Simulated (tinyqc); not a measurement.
Space-charge-limited current with shallow traps: from ohmic to space-charge-limited current.

One carrier type, drift only, an injecting contact at x = 0 (zero field) and thickness L. The share th = y/(1 + y), y = (Nc/Nt) exp(-Et/kB T), of the injected charge is free: J = q mu n F, eps0 eps_r dF/dx = q (n - n0)/th.

Ohmic J = q n0 mu V/L; Mott-Gurney J = (9/8) th eps0 eps_r mu V^2/L^3; they cross at Vx = 8 q n0 L^2/(9 th eps0 eps_r); traps fill at V_TFL = q Nt L^2/(2 eps0 eps_r). Exact: with u = n0/n(L), w = -u - ln(1 - u) and v = -u - u^2/2 - ln(1 - u), V = (q n0 L^2/(th eps0 eps_r)) v/w^2 and J = q^2 n0^2 mu L/(th eps0 eps_r w).

Values chosen for this exercise: temperature T = 300 K; relative permittivity eps_r = 22.2; mobility mu = 0.00012 cm^2/(V s); thickness L = 460 nm; band density of states Nc = 8.4e20 cm^-3; trap density Nt = 8.8e17 cm^-3; trap depth Et = 0.52 eV; free carrier density in equilibrium n0 = 1.9e10 cm^-3.

Constants: q = 1.602176634e-19 C, kB = 1.380649e-23 J/K, Vt = kB T/q, eps0 = 8.8541878128e-14 F/cm where lengths are in cm. Results are converted to the units shown.

Result of one run:
```
V (V),J (A/cm^2),ohmic (A/cm^2),Mott-Gurney (A/cm^2),d ln J/d ln V
1,1.139e-8,7.941e-9,4.783e-9,1.377
```

What becomes of these results when the voltage V is changed from 1 to 42 V, all else the same?

Result of the changed run:
```
V (V),J (A/cm^2),ohmic (A/cm^2),Mott-Gurney (A/cm^2),d ln J/d ln V
42,8.689e-6,3.335e-7,8.438e-6,1.971
```

The whole series:
```
V (V),J (A/cm^2),ohmic (A/cm^2),Mott-Gurney (A/cm^2),d ln J/d ln V
0.16,1.330e-9,1.271e-9,1.225e-10,1.049
0.3,2.612e-9,2.382e-9,4.305e-10,1.105
0.55,5.259e-9,4.368e-9,1.447e-9,1.215
1,1.139e-8,7.941e-9,4.783e-9,1.377
1.9,2.932e-8,1.509e-8,1.727e-8,1.567
3.5,8.024e-8,2.779e-8,5.860e-8,1.721
6.6,2.485e-7,5.241e-8,2.084e-7,1.835
12,7.611e-7,9.529e-8,6.888e-7,1.904
23,2.668e-6,1.826e-7,2.530e-6,1.948
42,8.689e-6,3.335e-7,8.438e-6,1.971
79,3.032e-5,6.274e-7,2.985e-5,1.984
```

The local exponent rises from 1.05 to 1.98, passing from ohmic towards the square law around Vx = 1.66 V. In the last row J is 1.6 % above the Mott-Gurney value. For V = 42, 79 the voltage exceeds half of V_TFL = 75.9 V, near which the traps fill and the current rises steeply beyond this model. For V = 0.16, 0.3, 0.55, 1, 1.9 the voltage is under 100 kB T/q, where diffusion would add more than a third of the Mott-Gurney current.

Range of the model: Diffusion and a field-dependent mobility are left out. With injecting contacts the diffusion current, about 4 pi^2 Vt th eps0 eps_r mu V/L^3, equals the Mott-Gurney current at V = 35 kB T/q (0.9 V at 300 K), so the drift-only result needs V well above that.

Program tinyqc, `OMP_NUM_THREADS=1 python tinyqc.py 2370012 2370013 out.jsonl`; Intel Xeon 2.30GHz, shared host, one thread, about 0.01 s.
